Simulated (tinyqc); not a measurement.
Surface segregation during layer-by-layer epitaxy: two-layer exchange kinetics and the shape of quantum wells and delta layers: one step, computed by the program tinyqc.

Atoms A and B exchange only between the growing layer and the one below it. B is supplied for N layers, then pure A follows.

Task: The second layer. Each layer is deposited complete with B share x_dep and then exchanges for the time tau = 1/G with the layer below, whose share is b (total c = s + b fixed): ds/dt = p1 b (1 - s) - p2 s (1 - b), s(0) = x_dep. With the roots s1 < s2 of the right side, (s - s1)/(s - s2) = [(s(0) - s1)/(s(0) - s2)] exp(-(p1 - p2)(s2 - s1) tau). The lower layer is then buried with c - s, and s becomes the b of the next layer. Layer 1 is deposited on pure A with share x0; with nothing to lift from below, take b = 0 and s(0) = x0 for it. Then layer 2 has x_dep = 0.

Inputs (values chosen for the exercise, close to those used for antimony in silicon):

| quantity | value | unit |
|---|---|---|
| growth rate G | 0.46 | layers/s |
| share x0 of B in the flux during the well | 0.13 | - |
| layers in the well N | 1 | - |
| temperature T | 340 | C |

p1 = 0.04129510 1/s

p2 = 1.030353e-06 1/s

Give: share in layer 1 after its exchange; root s1 for layer 2; root s2 for layer 2; share in layer 2 after its exchange; share buried in layer 1.

Result:

share in layer 1 after its exchange = 0.1300

root s1 for layer 2 = 0.1300

root s2 for layer 2 = 1.000

share in layer 2 after its exchange = 0.01110

share buried in layer 1 = 0.1189
